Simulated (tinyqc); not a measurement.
Electron mobility of a polar semiconductor by Rode's iterative solution of the Boltzmann equation: one step, computed by the program tinyqc. Command: `OMP_NUM_THREADS=1 python tinyqc.py 3018204 3018205 out.jsonl rode walk`. One thread of a shared host (Intel(R) Xeon(R) Processor @ 2.30GHz), about 0.01 s of CPU time with the checks.

The distribution is f(E) + e F l(E) (-df/dE) cos(theta) for a weak field F, theta counted from the force; l(E) is a mean free path. Elastic processes enter by their momentum rate, polar optical phonons by out- and in-scattering terms. One valley only: where upper valleys lie close, measured mobilities are lower. The density n is prescribed, even where a narrow-gap material would have more intrinsic carriers.

Question. Rates on one ladder of the grid. Kane band: hbar^2 k^2/(2 m) = E (1 + alpha E), speed v = hbar k/(m (1 + 2 alpha E)), states per spin, volume and energy g(E) = m k (1 + 2 alpha E)/(2 pi^2 hbar^2); overlap factors are set to 1. Masses are multiplied by m_0 and all formulas are in SI units. Phonon occupation N_q = 1/(exp(hbar w/(k_B T)) - 1). Acoustic deformation potential (elastic, equipartition, absorption and emission together): 1/tau = 2 pi k_B T D_A^2 g(E)/(hbar rho v_l^2). Piezoelectric (elastic, unscreened, momentum relaxation): 1/tau = e^2 K^2 k_B T m (1 + 2 alpha E)/(2 pi eps_s eps_0 hbar^3 k), with alpha = 0 for a parabolic band. Singly charged impurities, momentum relaxation: 1/tau = N_I e^4 m (1 + 2 alpha E) Phi/(8 pi (eps_s eps_0)^2 hbar^3 k^3), with alpha = 0 for a parabolic band. Brooks-Herring: Phi = ln(1 + b) - b/(1 + b), b = 4 k^2 L_s^2. Polar optical, unscreened: W = e^2 w (1/eps_inf - 1/eps_s) m (1 + 2 alpha E') ln|(k + k')/(k - k')| / (4 pi eps_0 hbar^2 k), times N_q for absorption (E' = E + hbar w) and N_q + 1 for emission (E' = E - hbar w > 0), with alpha = 0 for a parabolic band; mean cosine of the angle <cos> = (k^2 + k'^2)/(2 k k') - 1/ln|(k + k')/(k - k')|. Energy grid E_j = (j + 1/2) hbar w/s, j = 0, 1, ..., up to (max(eta, 0) + 18) k_B T, so that E_j +/- hbar w are grid points; l = 0 beyond the grid; integrals are sums times the spacing. With f' = f(E'): out-scattering S_o = sum over absorption and emission of W (1 - f')/(1 - f); nu = sum of elastic rates; the in-scattering weights are c+ = W_abs <cos> (1 - f')/(1 - f) for E' = E + hbar w and c- likewise for emission.

Inputs (values chosen for the exercise, modelled on InSb):
```
quantity                              value    unit
effective mass m                     0.0138     m_0
non-parabolicity alpha                    6    1/eV
static permittivity eps_s              16.8       -
high-frequency permittivity eps_inf    15.7       -
density rho                            5780  kg/m^3
sound velocity v_l                     3820     m/s
acoustic deformation potential D_A      9.8      eV
optical phonon energy hbar w           24.2     meV
piezoelectric coupling K              0.026       -
temperature T                           400       K
grid points per phonon energy s           8       -
```

Band: Kane. Elastic processes: acoustic, piezoelectric, impurity.

reduced Fermi level eta = 1.160935

ionised impurity density N_I = 1.941818e+18 1/cm^3

screening length L_s = 13.67811 nm

Constants: k_B = 8.617333262e-05 eV/K; k_B = 1.380649e-23 J/K; e = 1.602176634e-19 C; hbar = 1.054571817e-34 J s; m_0 = 9.1093837015e-31 kg; eps_0 = 8.8541878128e-12 F/m; hbar = 6.582119569e-16 eV s.

Give: Points j = s/2, s/2 + s, ... (the first seven rungs, or as many as the grid holds), rates in 1e12/s.

Answer.

Points j = s/2, s/2 + s, ... (the first seven rungs, or as many as the grid holds), rates in 1e12/s:
```
E (meV)     v (m/s)     nu    S_o      c+     c-
13.6125   5.266e+05  59.59  1.521  0.5860  0.000
37.8125   7.480e+05  27.80  1.948  0.7014  0.229
62.0125   8.444e+05  17.85  2.151  0.7090  0.477
86.2125   8.975e+05  13.02  2.329  0.7060  0.674
110.4125  9.304e+05  10.20  2.506  0.7108  0.844
134.6125  9.523e+05   8.37  2.664  0.7236  0.983
158.8125  9.676e+05   7.12  2.797  0.7412  1.094
```

Points one phonon energy apart are coupled only to each other, so the grid falls into s independent ladders. Caution: the gas is degenerate, and screening of the polar coupling, left out here, would raise the mobility.
